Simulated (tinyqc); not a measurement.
Narrowing from the saturation current.

Question. A uniform n-type emitter has J0 = (q p0 D/L)(s + tanh(W/L))/(1 + s tanh(W/L)), D = mup Vt, s = S L/D, and p0 = (ni^2/N) exp(dE_app/kB T), where dE_app = dEg + kB T ln[(N/Nc) exp(-eta)]. Find p0, dE_app and dEg.

Values chosen for this exercise; band and dielectric values close to those of germanium:
```
symbol    value        unit                                     meaning
T           250           K                                 temperature
Nc      7.91e18       cm^-3  conduction-band density of states at 250 K
N        1.8e18       cm^-3                       ionised donor density
mup         190  cm^2/(V s)                      minority-hole mobility
W           680          nm                               emitter width
S          4400        cm/s       recombination velocity at the contact
```

Constants: q = 1.602176634e-19 C, kB = 1.380649e-23 J/K, Vt = kB T/q. Results are converted to the units shown.

J0 = 1.7808213e6 fA/cm^2
L = 21490.372 nm
ni = 1.3294417e12 cm^-3
converged eta = -1.4001411

Answer. J0 gives p0, its ratio to ni^2/N gives dE_app, and the degeneracy term is taken off.

p0 = 2.67e6 cm^-3
dE_app = 21.6 meV
dEg = 23.3 meV

Computed by the program tinyqc: `OMP_NUM_THREADS=1 python tinyqc.py 2330159 2330160 out.jsonl`, one thread of a shared Intel Xeon 2.30GHz, about 0.01 s for the whole run.
